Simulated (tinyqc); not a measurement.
Changing the temperature T: band-to-band tunnelling and avalanche in a reverse-biased abrupt junction. Computed by tinyqc, a small Python program. Command: `OMP_NUM_THREADS=1 python tinyqc.py 3023437 3023438 out.jsonl zener sweep`. One thread of a shared host (Intel(R) Xeon(R) Processor @ 2.30GHz), about 0.03 s of CPU time with the checks.

Direct Kane tunnelling in the local field (for indirect gaps the mass is an effective fit) and one ionisation coefficient for both carriers. N is the doping of the light side, or N_A N_D/(N_A + N_D) for the symmetric junction; the built-in voltage is taken as E_g/e.

Inputs (values chosen for the exercise, modelled on In0.53Ga0.47As):
```
quantity                                               value    unit
band gap at 300 K, E_g                                 0.761      eV
gap narrowing with temperature, -dE_g/dT                0.33   meV/K
reduced tunnelling mass m_r                            0.027     m_0
permittivity eps                                        13.9       -
ionisation prefactor a                               4.7e+06    1/cm
ionisation field at 300 K, b                        1.65e+06    V/cm
relative rise of b with temperature                      4.5  1e-4/K
effective doping N                                     6e+17  1/cm^3
reverse bias V_R                                        0.83       V
current density that defines tunnel breakdown, J_0        10  A/cm^2
```

Junction: one-sided.

Constants: eps_0 = 8.8541878128e-12 F/m; e = 1.602176634e-19 C; m_0 = 9.1093837015e-31 kg; hbar = 1.054571817e-34 J s.

Method:
- E_g(T) = E_g - (T - 300 K)(-dE_g/dT); b(T) = b [1 + (rise)(T - 300 K)]; w = sqrt(2 eps eps_0 (V_R + E_g/e)/(e N)); F_m = 2 (V_R + E_g/e)/w; the field falls linearly from F_m to 0 across w.
- Kane: G(F) = A F^2 exp(-B/F), A = e^2 sqrt(m_r)/(18 pi hbar^2 sqrt(E_g)), B = pi sqrt(m_r) E_g^(3/2)/(2 e hbar), SI units; J = e int G dx x V_R/(V_R + E_g/e), the last factor making J vanish at zero bias; int G dx = (w/F_m) int_0^F_m G dF by 64 Gauss-Legendre points.
- Avalanche: I = (w/F_m) int_0^F_m a exp(-b/F) dF by 64 Gauss-Legendre points, M = 1/(1 - I), breakdown at I = 1.
- V_Z solves J = J_0 and V_A solves I = 1; the lower one is the breakdown voltage; temperature coefficients by a central difference of +/- 10 K.

One run for each value:
```
temperature T (K)  tunnel current density (A/cm^2)  tunnel breakdown V_Z (V)  avalanche breakdown V_A (V)
150                                           1.94                     1.151                        2.016
200                                           2.81                     1.074                        2.135
250                                           4.06                     1.000                        2.256
300                                           5.86                     0.929                        2.377
350                                           8.46                     0.860                        2.500
400                                          12.21                     0.795                        2.625
450                                          17.59                     0.732                        2.750
```

What does the table show, and why?

Over the rows, tunnel current density (A/cm^2) rises from 1.94 to 17.6 (exponent d ln y / d ln x 1.3 between the first rows and 3.1 between the last); tunnel breakdown V_Z (V) falls from 1.15 to 0.732 (exponent d ln y / d ln x -0.24 between the first rows and -0.70 between the last); avalanche breakdown V_A (V) rises from 2.02 to 2.75 (exponent d ln y / d ln x 0.20 between the first rows and 0.40 between the last). J changes by a factor 9.06 over 300 K, only through E_g; a current activated by half the gap at 300 K would change by about 1e9.

Caution (all rows): V_A is below about 5 E_g/e, where the local law understates it, since it ignores the distance a carrier needs to reach the ionisation energy.
